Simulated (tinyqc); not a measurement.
Thermodynamics of metal silicides: hull, first phase, silicon consumed, nucleation and stability against SiO2: one step, computed by the program tinyqc. Command: `OMP_NUM_THREADS=1 python tinyqc.py 3027001 3027002 out.jsonl silphase walk`. One thread of a shared host (Intel(R) Xeon(R) Processor @ 2.30GHz), about 0.01 s of CPU time with the checks.

Entropies of formation of the solids are neglected, so heats stand for free energies. Si fractions: M2Si 0.3333, MSi 0.5000, MSi2 0.6667.

Problem. First phase. Effective heat of formation: at the interface the mixture has the Si fraction x_e; the limiting element scales the heat, H_eff = H x_e/x if x_e < x, H (1 - x_e)/(1 - x) otherwise. The rule names the most negative as the first phase; its restriction to congruently melting phases is left out here.

Inputs (values chosen for the exercise, for a model metal): heat of formation of M2Si = -38.8 kJ/mol atoms; heat of formation of MSi = -43.1 kJ/mol atoms; heat of formation of MSi2 = -29.7 kJ/mol atoms; Si fraction x_e at the lowest liquidus = 0.36.

Phases: M2Si, MSi, MSi2.

Give: H_eff; most negative H_eff.

Solution.

H_eff (kJ/mol atoms): M2Si -37.248, MSi -31.032, MSi2 -16.038

most negative H_eff = -37.248 kJ/mol atoms

The rule picks M2Si, ahead of MSi by 6.2 kJ/mol; it is not the phase with the most negative heat itself. The rule is empirical and ignores nucleation barriers.
